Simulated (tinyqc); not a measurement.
Energy conservation against the time step: molecular dynamics of a small cluster by velocity Verlet steps. Computed by tinyqc, a small Python program. Command: `OMP_NUM_THREADS=1 python tinyqc.py 3016977 3016978 out.jsonl verlet walk`. One thread of a shared host (Intel(R) Xeon(R) Processor @ 2.30GHz), about 0.2 s of CPU time with the checks.

E = sum_(i<j) phi(r_ij), phi(r) = eps [exp(-2 alpha (r - r0)) - 2 exp(-alpha (r - r0))]; the force on i is -sum_j phi'(r_ij) (R_i - R_j)/r_ij.

Inputs (values chosen for the exercise, for model atoms): length r0 = 2.44 angstrom; well depth eps = 0.51 eV; stiffness alpha = 2.26 1/angstrom; atomic mass M = 138 u; time step dt = 2.6 fs; steps = 300.

Potential: Morse.

starting positions (angstrom), rows atom 1, atom 2, atom 3, atom 4, atom 5, atom 6, columns x, y, z:
$$\begin{pmatrix}
0 & 0.05 & 0.03 \\
2.45 & 0.03 & 0 \\
2.43 & 2.43 & 0.01 \\
0.01 & 2.5 & -0.03 \\
1.25 & 1.21 & 1.75 \\
1.21 & 1.28 & -1.82
\end{pmatrix}$$

starting velocities (angstrom/fs), rows atom 1, atom 2, atom 3, atom 4, atom 5, atom 6, columns x, y, z:
$$\begin{pmatrix}
0.00067 & 0.00158 & -0.00185 \\
-0.00058 & -0.00196 & 0.00015 \\
-0.00063 & -0.00174 & 0.0028 \\
-0.00084 & 0.0004 & -0.00072 \\
0.00015 & 0.00063 & -0.00045 \\
0.00123 & 0.0011 & 8e-05
\end{pmatrix}$$

Constants: 1 eV/(angstrom u) = 9.648533212e-03 angstrom/fs^2; k_B = 8.617333262e-05 eV/K.

Method:
- Relax the cluster, diagonalise the Hessian (central differences): omega_max = sqrt(c lambda_max/M). Verlet steps are stable for omega_max dt < 2.
- Velocity Verlet: a = c F/M with c = 9.648533212e-3 angstrom/fs^2 per eV/(angstrom u); R(new) = R + v dt + a dt^2/2; v(new) = v + (a + a(new)) dt/2. Kinetic energy K = M v^2/(2c); temperature T = 2K/((3N - 3) k_B), rotation of the cluster included.
- Runs without thermostat over the same span of time, steps x dt; spread = largest minus smallest value. For contrast, the energy gained over the first 30 dt (dt of the inputs) by explicit Euler steps: R(new) = R + v dt, v(new) = v + a dt.

omega_max dt = 0.102082

Energy error (eV):
```
dt (fs)  omega_max dt  Verlet, spread of U + K  Euler, gain in U + K
0.325         0.01276               2.9871e-06               0.00427
0.650         0.02552               1.1948e-05               0.00868
1.300         0.05104               4.7761e-05               0.01794
2.600         0.10208               1.9106e-04               0.03832
5.200         0.20416               7.5412e-04               0.08731
7.800         0.30624               1.6722e-03               0.14840
```

What does the comparison show, and why?

The Verlet error grows as dt^2.00 between the first rows, the second order of the method. Euler steps gain energy steadily: over that short span the gain in the first row is already 1400 times the Verlet spread of the whole run, and it grows as dt^1.02, tending to the first order of that method as dt shrinks.

Extremes, crossings and ranges named in words are read from the listed rows.
